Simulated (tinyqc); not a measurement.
# Gate sheet resistance from two finger widths

Inverse problem. At low frequency R = Rsh Wf/(3 L) + B/Wf, where B collects the channel and vertical terms. Find Rsh, B and the width of lowest R.

Parameters, values chosen for the exercise: channel length L = 1.9 um.

input resistance of single fingers, contacted at one end, of width 1.4 and 4.7 um (ohm): 44.867168  23.884285

Answer. R Wf is a straight line in Wf^2; the minimum of R lies where both terms are equal.

Rsh = 14.0 ohm/square
B = 58.0 ohm um
width of lowest R = 4.86 um

Program tinyqc, `OMP_NUM_THREADS=1 python tinyqc.py 2262122 2262123 out.jsonl`; Intel Xeon 2.30GHz, shared host, one thread, about 0.01 s.
